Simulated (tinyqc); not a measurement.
Four-point probe, van der Pauw, Hall and spreading-resistance readings of a semiconductor layer: one step, computed by the program tinyqc.

The layer is uniform and ohmic; contacts are points unless a radius is given.

Task: The two van der Pauw resistances. Thin rectangle with point contacts at the corners; for R_B current and voltage contacts lie along the two sides of length a, for R_A along those of length b: exp(-pi R_A/R_s) = (theta_4/theta_3)^4, exp(-pi R_B/R_s) = (theta_2/theta_3)^4 with q = exp(-pi a/b), theta_2 = 2 sum_(m>=0) q^((m + 1/2)^2), theta_3 = 1 + 2 sum_(m>=1) q^(m^2), theta_4 = 1 + 2 sum_(m>=1) (-1)^m q^(m^2).

Inputs (values chosen for the exercise, modelled on n-type silicon): side ratio a/b of the van der Pauw rectangle = 2.4.

Backing of the layer: insulating.

sheet resistance R_s = 68.58801 ohm/square

Give: R_A; R_B; ratio R_B/R_A.

Result:

R_A = 0.18566 ohm

R_B = 104.17 ohm

ratio R_B/R_A = 561.10
